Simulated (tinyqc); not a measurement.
Worked calculation (part 2 of 2): UHF in the sto-6g basis, for BeH, spin multiplicity 2. Computed by tinyqc, a small Python program that keeps every step (integrals from PySCF). Command: `OMP_NUM_THREADS=1 python tinyqc.py 21242 21243 out.jsonl` (the two numbers bound the seeds that draw the settings). One thread of a shared host (Intel(R) Xeon(R) Processor @ 2.60GHz), about 0.2 s of CPU time with the checks.

Geometry (angstrom):

| atom | x | y | z |
|---|---|---|---|
| Be | 0.0000 | 0.0000 | 0.0000 |
| H | 0.0000 | 0.0000 | 1.8270 |

## Iteration 35 (converged): orbitals

converged F(alpha) (hartree), lower triangle:
```
          1Be 1s   1Be 2s  1Be 2px  1Be 2py  1Be 2pz    2H 1s
1Be 1s   -4.5879
1Be 2s   -1.2426  -0.5923
1Be 2px   0.0000   0.0000   0.1990
1Be 2py   0.0000   0.0000   0.0000   0.1990
1Be 2pz   0.0006   0.0948   0.0000   0.0000  -0.0400
2H 1s    -0.1217  -0.2480   0.0000   0.0000  -0.2741  -0.3064
```

converged F(beta) (hartree), lower triangle:
```
          1Be 1s   1Be 2s  1Be 2px  1Be 2py  1Be 2pz    2H 1s
1Be 1s   -4.5672
1Be 2s   -1.2399  -0.4421
1Be 2px   0.0000   0.0000   0.2358
1Be 2py   0.0000   0.0000   0.0000   0.2358
1Be 2pz  -0.0012  -0.1781   0.0000   0.0000   0.1398
2H 1s    -0.1195  -0.2674   0.0000   0.0000  -0.2066  -0.0184
```

X, lower triangle:
```
          1Be 1s   1Be 2s  1Be 2px  1Be 2py  1Be 2pz   2H 1s
1Be 1s    1.0263
1Be 2s   -0.1380   1.0641
1Be 2px   0.0000   0.0000   1.0000
1Be 2py   0.0000   0.0000   0.0000   1.0000
1Be 2pz  -0.0064   0.0482   0.0000   0.0000   1.0602
2H 1s     0.0194  -0.1700   0.0000   0.0000  -0.2135  1.0971
```

Diagonalise F' = X^T F X, C = X C', fill 3 alpha and 2 beta electrons from the bottom; D(s) = C_occ C_occ^T. Each column has its largest component positive (the first on a tie).

F' = X^T F X (alpha) (hartree), lower triangle:
```
         1        2       3       4        5        6
1  -4.4954
2  -0.6341  -0.3039
3   0.0000   0.0000  0.1990
4   0.0000   0.0000  0.0000  0.1990
5  -0.0269   0.1831  0.0000  0.0000   0.0789
6   0.0154  -0.2024  0.0000  0.0000  -0.2864  -0.1586
```

orbital energies (alpha) (hartree): MO1 -4.5892, MO2 -0.4006, MO3 -0.2789, MO4 0.1990, MO5 0.1990, MO6 0.3897

coefficients C (alpha):
```
             MO1      MO2      MO3     MO4      MO5      MO6
1Be 1s    0.9951  -0.1596  -0.2000  0.0000   0.0000  -0.1308
1Be 2s    0.0188   0.5179   0.7708  0.0000   0.0000   0.5655
1Be 2px   0.0000   0.0000   0.0000  0.1696   0.9855   0.0000
1Be 2py   0.0000   0.0000   0.0000  0.9855  -0.1696   0.0000
1Be 2pz   0.0002   0.1090  -0.5650  0.0000   0.0000   0.9169
2H 1s    -0.0022   0.6942  -0.3609  0.0000   0.0000  -0.8162
```

F' = X^T F X (beta) (hartree), lower triangle:
```
         1        2       3       4        5       6
1  -4.4717
2  -0.6547  -0.1473
3   0.0000   0.0000  0.2358
4   0.0000   0.0000  0.0000  0.2358
5   0.0081  -0.1061  0.0000  0.0000   0.2363
6   0.0221  -0.2384  0.0000  0.0000  -0.2639  0.1564
```

orbital energies (beta) (hartree): MO1 -4.5687, MO2 -0.3146, MO3 0.1800, MO4 0.2358, MO5 0.2358, MO6 0.4771

coefficients C (beta):
```
             MO1      MO2      MO3      MO4     MO5      MO6
1Be 1s    0.9950  -0.1936  -0.2014   0.0000  0.0000   0.0686
1Be 2s    0.0192   0.6675   0.7861   0.0000  0.0000  -0.3446
1Be 2px   0.0000   0.0000   0.0000   0.9688  0.2479   0.0000
1Be 2py   0.0000   0.0000   0.0000  -0.2479  0.9688   0.0000
1Be 2pz   0.0019   0.3484  -0.5086   0.0000  0.0000  -0.8898
2H 1s    -0.0030   0.4350  -0.4378   0.0000  0.0000   0.9474
```

D(alpha) after iteration 35, lower triangle:
```
          1Be 1s   1Be 2s  1Be 2px  1Be 2py  1Be 2pz   2H 1s
1Be 1s    1.0557
1Be 2s   -0.2181   0.8627
1Be 2px   0.0000   0.0000   0.0000
1Be 2py   0.0000   0.0000   0.0000   0.0000
1Be 2pz   0.0958  -0.3791   0.0000   0.0000   0.3312
2H 1s    -0.0408   0.0813   0.0000   0.0000   0.2796  0.6122
```

D(beta) after iteration 35, lower triangle:
```
          1Be 1s  1Be 2s  1Be 2px  1Be 2py  1Be 2pz   2H 1s
1Be 1s    1.0276
1Be 2s   -0.1102  0.4459
1Be 2px   0.0000  0.0000   0.0000
1Be 2py   0.0000  0.0000   0.0000   0.0000
1Be 2pz  -0.0656  0.2326   0.0000   0.0000   0.1214
2H 1s    -0.0872  0.2903   0.0000   0.0000   0.1516  0.1892
```

Within a degenerate level the vectors are fixed only up to a rotation; this is one choice.

## Convergence

Stop when the energy changes by less than 1e-08 hartree and every element of the error matrix X^T (F D S - S D F) X (for each spin) is below 3e-05.

Course of the cycle:

| iteration | E (hartree) | change | largest element of the error matrix |
|---|---|---|---|
| 1 | -15.088548 | - | 8.76e-02 |
| 2 | -14.998465 | 9.01e-02 | 5.76e-02 |
| 3 | -15.020509 | -2.20e-02 | 3.45e-02 |
| 4 | -15.028452 | -7.94e-03 | 2.03e-02 |
| 5 | -15.031366 | -2.91e-03 | 1.17e-02 |
| 6 | -15.032385 | -1.02e-03 | 6.84e-03 |
| 7 | -15.032749 | -3.64e-04 | 3.99e-03 |
| 8 | -15.032893 | -1.44e-04 | 2.57e-03 |
| 9 | -15.032961 | -6.75e-05 | 2.15e-03 |
| 10 | -15.032998 | -3.73e-05 | 1.79e-03 |
| 11 | -15.033021 | -2.32e-05 | 1.50e-03 |
| 12 | -15.033037 | -1.55e-05 | 1.26e-03 |
| 13 | -15.033048 | -1.07e-05 | 1.06e-03 |
| 14 | -15.033055 | -7.48e-06 | 8.88e-04 |
| ... | ... | ... | ... |
| 22 | -15.033072 | -5.10e-07 | 2.33e-04 |
| 23 | -15.033073 | -3.67e-07 | 1.98e-04 |
| 24 | -15.033073 | -2.65e-07 | 1.68e-04 |
| 25 | -15.033073 | -1.91e-07 | 1.43e-04 |
| 26 | -15.033073 | -1.38e-07 | 1.21e-04 |
| 27 | -15.033073 | -9.92e-08 | 1.03e-04 |
| 28 | -15.033073 | -7.16e-08 | 8.75e-05 |
| 29 | -15.033073 | -5.17e-08 | 7.44e-05 |
| 30 | -15.033074 | -3.74e-08 | 6.32e-05 |
| 31 | -15.033074 | -2.70e-08 | 5.38e-05 |
| 32 | -15.033074 | -1.95e-08 | 4.57e-05 |
| 33 | -15.033074 | -1.41e-08 | 3.88e-05 |
| 34 | -15.033074 | -1.02e-08 | 3.30e-05 |
| 35 | -15.033074 | -7.36e-09 | 2.81e-05 |

PySCF UHF in the same basis, after a stability check = -15.033074 hartree

Converged in 35 iterations.

## Populations, bond orders and dipole

overlap S, lower triangle:
```
         1Be 1s  1Be 2s  1Be 2px  1Be 2py  1Be 2pz   2H 1s
1Be 1s   1.0000
1Be 2s   0.2548  1.0000
1Be 2px  0.0000  0.0000   1.0000
1Be 2py  0.0000  0.0000   0.0000   1.0000
1Be 2pz  0.0000  0.0000   0.0000   0.0000   1.0000
2H 1s    0.0242  0.2843   0.0000   0.0000   0.3667  1.0000
```

Mulliken: Z minus the diagonal of D S on the atom; Loewdin: the same with S^(1/2) D S^(1/2); Mayer order: 2 sum_s sum (D(s) S)_ij (D(s) S)_ji over the two atoms.

Charges (e):

| atom | Mulliken | Loewdin | Mulliken spin |
|---|---|---|---|
| 1Be | 0.0621 | 0.0551 | 0.5883 |
| 2H | -0.0621 | -0.0551 | 0.4117 |

Mayer bond orders:

| pair | order |
|---|---|
| 2-1 | 0.8267 |

dipole moment about the origin, x y z (debye): 0.0000  0.0000  -0.7665

<S^2> of the determinant (pure state: 0.75) = 0.8265
